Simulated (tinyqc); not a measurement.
# Permittivity of the insulator from five potentials

Problem. A node lies on a semiconductor-insulator interface. Steps: hs = tb/2 down into the semiconductor, ho = tox/2 up into the insulator, hy = L/6 sideways. The flux balance of its box reads eox (hy/ho)(above - node) + eps_r (hy/hs)(below - node) + [(eps_r hs + eox ho)/(2 hy)](left + right - 2 node) - q Na (hs/2) hy/eps0 = 0. Find eox.

Values chosen for this exercise; semiconductor permittivity close to that of silicon:

| symbol | value | unit | meaning |
|---|---|---|---|
| eps_r | 11.6 |  | relative permittivity of the semiconductor |
| tb | 6 | nm | body thickness |
| tox | 3.2 | nm | insulator thickness |
| L | 50 | nm | channel length |
| Na | 0 | cm^-3 | acceptor density of the depleted body |

Constants: q = 1.602176634e-19 C, eps0 = 8.8541878128e-14 F/cm where lengths are in cm. Results are converted to the units shown.

psi (V): node 0.044842275, above -0.019576910, below 0.093635291, left 0.47, right -0.044077933

Answer. The balance is linear in eox.

eox = 7.50

Computed by the program tinyqc: `OMP_NUM_THREADS=1 python tinyqc.py 2480163 2480164 out.jsonl`, one thread of a shared Intel Xeon 2.30GHz, about 0.1 s for the whole run.
